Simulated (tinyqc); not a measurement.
Five forms on the same table: equation-of-state fits to an energy-volume table made by a known binding curve. Computed by tinyqc, a small Python program. Command: `OMP_NUM_THREADS=1 python tinyqc.py 3000704 3000705 out.jsonl eosfit walk`. One thread of a shared host (Intel(R) Xeon(R) Processor @ 2.30GHz), about 0.02 s of CPU time with the checks.

With x = (V/V_0)^(1/3), the energy per atom is E = D [m x^-n - n x^-m]/(n - m), so that B0 = D n m/(9 V_0) and B' = (n + m + 6)/3. B' = dB/dP at P = 0.

Inputs (values chosen for the exercise, for a model crystal):
```
quantity,value,unit
cohesive energy D,5.76,eV/atom
true volume V_0,37.5,angstrom^3/atom
repulsive exponent n,9,-
attractive exponent m,4,-
half-width of the volume window w,0.04,-
shift of the window centre s,-0.0026,-
points N,5,-
compression V/V_0 for the pressure test,0.7,-
noise amplitude,0.23,meV
```

Binding curve: Mie. Noise: added.

Constants: 1 eV/angstrom^3 = 160.2176634 GPa.

Method:
- B0 and B' from the formulas above; P = -dE/dV at V = c V_0 (c the compression chosen), from the curve itself.
- Table: V_j = V_0 [1 + s + w (2 j/(N - 1) - 1)], j = 0..N-1, rounded to 0.001; E_j from the curve plus the noise amplitude times the listed numbers xi_j (xi_0 first), rounded to 1e-7 eV.
- Murnaghan: E = E0 + (B0 V/B') [(V0/V)^B'/(B' - 1) + 1] - B0 V0/(B' - 1), P = (B0/B') [(V0/V)^B' - 1].
- Birch-Murnaghan: E = E0 + (9 V0 B0/16) [y^3 B' + y^2 (2 - 4 y)], y = (V0/V)^(2/3) - 1; P = (3 B0/2) (x^7 - x^5) [1 + (3/4)(B' - 4)(x^2 - 1)], x = (V0/V)^(1/3).
- Vinet: E = E0 + (9 B0 V0/h^2) {1 + [h (1 - x) - 1] exp(h (1 - x))}, P = 3 B0 (1 - x) x^-2 exp(h (1 - x)), x = (V/V0)^(1/3), h = (3/2)(B' - 1).
- All are least-squares fits to the energies; for polynomials in V, B0 = V E'' and B' = -1 - V E'''/E'' at the minimum.

numbers xi_j, drawn evenly from -1 to 1: [0.3246, -0.7866, 0.4117, 0.3614, -0.6653]

exact B0 = 98.4377 GPa

exact B' = 6.33333

exact pressure at c V_0 = 110.238 GPa

Table:
```
V (angstrom^3),E (eV)
35.902,-5.7366519
36.652,-5.7539509
37.402,-5.7598261
38.152,-5.7565780
38.902,-5.7454305
```

Fitted values:
```
form,V0 (angstrom^3),B0 (GPa),B',P at c V_0 (GPa)
exact,37.500,98.44,6.3333,110.24
parabola in V,37.563,100.90,-1.0000,-
cubic in V,37.484,98.63,8.5333,-
Murnaghan,37.485,97.20,8.3956,218.90
Birch-Murnaghan,37.485,97.60,8.4543,134.72
Vinet,37.485,97.50,8.4538,145.25
```

What does the comparison show, and why?

In B0 the cubic in V form comes closest (+0.20 %) and the parabola in V form misses most (+2.50 %). A parabola in V has no third derivative, so its B' is -1 by construction. At c V_0, beyond the window, the pressure errors are Murnaghan +98.6 %, Birch-Murnaghan +22.2 %, Vinet +31.8 %; Murnaghan keeps B linear in P and so runs too stiff under compression.

Extremes, crossings and ranges named in words are read from the listed rows.
